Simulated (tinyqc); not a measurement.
# Single-photon avalanche diode, trigger probability and counting, step by step

tinyqc, about 0.01 s, one thread, Intel Xeon 2.30GHz (shared host): `OMP_NUM_THREADS=1 python tinyqc.py 2630119 2630120 out.jsonl` Printed values are rounded.

A multiplication layer of width W with the uniform field V/W; alpha = an exp(-bn/E) for electrons, beta = ap exp(-bp/E) for holes (local model, no dead space). a = alpha W, b = beta W. Electrons enter at x = 0, holes at x = W. P0 is the probability that an electron entering at 0 starts a lasting avalanche, PW the same for a hole entering at W.

Values chosen for this exercise; ionisation coefficients close to those of silicon: electron prefactor an = 7.24e5 1/cm; electron field bn = 1.22 MV/cm; hole prefactor ap = 1.55e6 1/cm; hole field bp = 2.07 MV/cm; width of the multiplication layer W = 2 um; excess bias Vx = 14 V; probability that a photon makes a pair that enters the layer eta = 0.65; thermal generation rate in the layer Gd = 2600 1/s; dead time td = 50 ns; diode capacitance Cd = 20 fF; quench resistance Rq = 200 kohm; trapping probability per avalanche carrier pa = 2.6e-7; trap release time tt = 4.8 ns; photon rate nph = 1.6e6 1/s.

Constants: q = 1.602176634e-19 C. Results are converted to the units shown.

## Ionisation integrals at and above breakdown

breakdown voltage VB = 59.46101 V

Breakdown: ln(a/b) = a - b with a not equal to b. VB is given; V = VB + Vx.

E at VB = 0.2973051 MV/cm
a at VB = 2.391269
b at VB = 0.2934720
E at V = 0.3673051 MV/cm
a = 5.227137
b = 1.106199

At VB, ln(a/b) = 2.098 equals a - b.

## Iteration 1: trigger probability by substitution

P0 at the start = 0.9

PW = 1 - (1 - P0)^(b/a); P0(new) = PW/(PW + (1 - PW) exp(b - a)).

PW = 0.3857095
P0 after iteration 1 = 0.9748041

## Iteration 2: trigger probability by substitution

As before.

PW = 0.5411406
P0 after iteration 2 = 0.9864252

## Course of the iteration: trigger probability by substitution

Stop when P0 changes by less than 1e-9, or after 400 iterations. The rule counts as met only at a root strictly between 0 and 1.

Course of the iteration:
```
iteration,P0,|change|
1,0.9748041,0.0748
2,0.9864252,0.0116
3,0.9891826,2.76e-3
4,0.9899978,8.15e-4
5,0.9902594,2.62e-4
6,0.9903457,8.64e-5
7,0.9903745,2.88e-5
8,0.9903841,9.62e-6
9,0.9903874,3.22e-6
10,0.9903884,1.08e-6
11,0.9903888,3.61e-7
12,0.9903889,1.21e-7
13,0.9903890,4.05e-8
14,0.9903890,1.36e-8
15,0.9903890,4.55e-9
16,0.9903890,1.52e-9
17,0.9903890,5.10e-10
```

Converged in 17 iterations. At the end each change is about 0.33 times the one before: linear convergence.

## Detection, dark counts, afterpulses and dead-time loss

P0 = 0.9903890
Pm = 0.8886022

Pm is the mean trigger probability of pairs made evenly in the layer. PDP = eta P0; dark counts Gd Pm; avalanche charge Cd Vx/q; afterpulse probability pa (Cd Vx/q) exp(-td/tt) Pm; true rate n = nph PDP + dark counts; measured n/(1 + n td) (non-paralysable) or n exp(-n td) (paralysable); recharge time Rq Cd.

PDP = 0.6437528
dark counts = 2310.366 1/s
avalanche charge = 1.747623e6 electrons
afterpulse probability = 0.001208447 %
true rate = 1.032315e6 1/s
measured, non-paralysable = 9.816465e5 1/s
measured, paralysable = 9.803830e5 1/s
recharge time = 4 ns

Dead time hides 4.9 % of the events in the first model and 5.0 % in the second.
